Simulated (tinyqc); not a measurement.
Hubbard ring of 4 sites, step by step. Computed by tinyqc, a small Python program that keeps every step. Settings: hopping = 1.99, U = 11.6, mixing = 1, iteration cap = 67. Command: `OMP_NUM_THREADS=1 python tinyqc.py 30674 30675 out.jsonl` (the two numbers bound the seeds that draw the settings). One thread of a shared host (Intel(R) Xeon(R) Processor @ 2.60GHz), about 0.2 s of CPU time with the checks. Later iterations appear only in the table of the cycle.

## Mean-field iteration 1

one-body matrix (hopping and site energies) (eV), order 1, 2, 3, 4:
```
[[-0.540000, -1.990000, 0.000000, -1.990000],
 [-1.990000, 0.150000, -1.990000, 0.000000],
 [0.000000, -1.990000, 0.700000, -1.990000],
 [-1.990000, 0.000000, -1.990000, 0.610000]]
```

U = 11.600000 eV

electrons, up and down: [3, 2]

mixing = 1

n(up) at the start (a guess, not normalised): [0.800000, 0.700000, 0.800000, 0.700000]

n(down) at the start (a guess): [0.450000, 0.550000, 0.450000, 0.550000]

H(up) = T + U n(down), H(down) = T + U n(up); fill the lowest levels; n(new) = n + mixing (n(out) - n); E = tr T (rho up + rho down) + U sum n_up n_down of the output.

levels, up (eV): [1.911860, 5.333615, 6.756020, 10.118504]

levels, down (eV): [4.880294, 8.501372, 9.341132, 12.997202]

energy = 10.288178 eV

n(up) after iteration 1: [0.844475, 0.748015, 0.739043, 0.668467]

n(down) after iteration 1: [0.293832, 0.798867, 0.165619, 0.741682]

## Mean-field iteration 2

As before.

levels, up (eV): [0.862430, 2.751129, 9.310911, 11.195531]

levels, down (eV): [4.928052, 8.597847, 9.264402, 12.929699]

energy = 9.654167 eV

n(up) after iteration 2: [0.906748, 0.546456, 0.912049, 0.634747]

n(down) after iteration 2: [0.230743, 0.745724, 0.228871, 0.794662]

## Mean-field iteration 3

As before.

levels, up (eV): [0.714523, 2.887273, 9.211675, 11.306528]

levels, down (eV): [4.443749, 7.338586, 10.546198, 13.391466]

energy = 9.531335 eV

n(up) after iteration 3: [0.926756, 0.785885, 0.902593, 0.384767]

n(down) after iteration 3: [0.195141, 0.881077, 0.123226, 0.800556]

## Convergence

Each step fills the lowest levels of T + U n(other spin) and sets n(new) = n + mixing (n(out) - n); stop when output and input agree to 1e-8.

Course of the cycle:
```
iteration       E (eV)  largest |n(out) - n(in)|  mean |n_up - n_down|
1          10.28817817                  2.84e-01              0.312034
2           9.65416744                  2.02e-01              0.429591
3           9.53133527                  2.50e-01              0.505491
4          10.00492693                  3.39e-01              0.498963
5          10.32804846                  5.40e-01              0.555565
6          12.09689884                  6.96e-01              0.443117
7          11.99980436                  7.33e-01              0.496500
8          13.50701873                  8.47e-01              0.430097
9          13.44920582                  8.46e-01              0.425562
10         13.75245474                  8.64e-01              0.423931
11         13.86080477                  8.63e-01              0.404656
...                ...                       ...                   ...
57         14.27274848                  8.65e-01              0.383867
58         13.74099484                  8.65e-01              0.412965
59         14.27275325                  8.65e-01              0.383866
60         13.74099430                  8.65e-01              0.412965
61         14.27275631                  8.65e-01              0.383866
62         13.74099394                  8.65e-01              0.412965
63         14.27275829                  8.65e-01              0.383866
64         13.74099372                  8.65e-01              0.412965
65         14.27275956                  8.65e-01              0.383866
66         13.74099357                  8.65e-01              0.412965
67         14.27276037                  8.65e-01              0.383866
```

Not converged within 67 iterations: the residual has stopped falling: the iteration swings between two states. The lowest mean-field energy found from random starts is 8.34842 eV. Reruns (cap 100 unless said): mixing 0.2: not converged; mixing 0.5: converged in 81 to a higher stationary point (E = 8.53815); mixing 0.9: converged in 44 to a higher stationary point (E = 8.53815); the original settings with a cap of 400: not converged.

## Exact diagonalisation (24 states)

Lowest levels of the sector, and the double occupancy of the lowest state.

lowest levels (eV): [7.615940, 7.762049, 8.709603, 10.026358, 10.067116, 12.602889]

double occupancy per site = 0.277413

## The lowest level by Lanczos steps

From a random start vector (not printed): a_j = <q_j|H|q_j>, b_j = norm of the remainder after orthogonalising; the Ritz value is the lowest eigenvalue of the tridiagonal matrix of a and b so far.

Lanczos:
```
j    a_j (eV)  b_j (eV)  lowest Ritz value (eV)
1   17.644332  8.319156             17.64433236
2   18.953649  5.476381              9.95411553
3   19.259688  6.399543              8.54678563
4   18.646056  4.106476              7.89106782
5   21.887956  6.036535              7.78705420
6   15.736714  5.541842              7.72793765
7   18.494600  4.770491              7.65994235
8   19.668161  3.696209              7.62303650
9   21.078774  5.618963              7.61771294
10  20.316232  4.084337              7.61629134
```
